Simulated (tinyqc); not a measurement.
Worked calculation: phonon-assisted absorption at an indirect gap. Values are carried at full precision from step to step, so a last printed digit may differ when a step is redone from the rounded ones.

alpha(E) = sum_j A_j [N_j (E - Eg + w_j)^2 + (N_j + 1)(E - Eg - w_j)^2], each bracket counted only where its base is positive; N_j = 1/(exp(w_j/kB T) - 1). The first term absorbs a phonon and the second emits one; excitons and direct transitions are left out.

Constants: kB = 8.617333262e-05 eV/K.

Parameters, chosen for this exercise (loosely those of SiC at room temperature; Eg is not tied to T; not measured data): Eg = 3.192 eV (indirect gap, held fixed unless listed); w = (68.7, 43.9) meV (two zone-edge phonons); A = (2600, 840) 1/(cm eV^2) (their strengths); T = 300 K; E = 3.461 eV (photon energy); nr = 2.81 (refractive index); d = 76 micrometre (thickness); xj = 0.21 micrometre (dead layer at the surface); W = 15 micrometre (depleted width); L = 6.3 micrometre (minority diffusion length below it).

## The four branches at one energy

Evaluate the occupations and each term.

N_j: [0.07542, 0.2240]

terms with phonon absorption (1/cm): [22.36, 18.42]

terms with phonon emission (1/cm): [112.2, 52.10]

alpha = 205.1 1/cm
wavelength hc/E (hc = 1239.841984 eV nm) = 358.2 nm

Phonon absorption supplies 19.9 % of alpha; the depth 1/alpha is 48.8 micrometre.

## What a slab does with it

Slab of thickness d in air, incoherent passes: R = ((nr - 1)/(nr + 1))^2, x = exp(-alpha d); transmitted Tr = (1 - R)^2 x/(1 - R^2 x^2), reflected Rt = R + (1 - R)^2 R x^2/(1 - R^2 x^2), absorbed Ab = (1 - R)(1 - x)/(1 - R x).

d in cm is 1e-4 times the value in micrometres.

R = 0.2257
x = 0.2105
Tr = 0.1265
Rt = 0.2317
Ab = 0.6418

A single pass would absorb (1 - R)(1 - x) = 0.6114; the back face adds 0.0305.

## Quantum efficiency of a diode

Photodiode (Gaertner form with a dead layer): QE = (1 - R) exp(-alpha xj) [1 - exp(-alpha W)/(1 + alpha L)], R = ((nr - 1)/(nr + 1))^2; responsivity = QE/E in A/W for E in eV.

Evaluate the factors; 1 micrometre = 1e-4 cm.

passes the dead layer = 0.9957
collected share = 0.3489
QE = 0.2690
responsivity = 0.0777 A/W

Without diffusion from below the collected share would be 0.2648.

## Checks

- Tr + Rt + Ab against 1: both 1.000000.

Program tinyqc; command `OMP_NUM_THREADS=1 python tinyqc.py 1681124 1681125 out.jsonl`; about 0.01 s on one thread of a shared Intel(R) Xeon(R) Processor @ 2.30GHz.
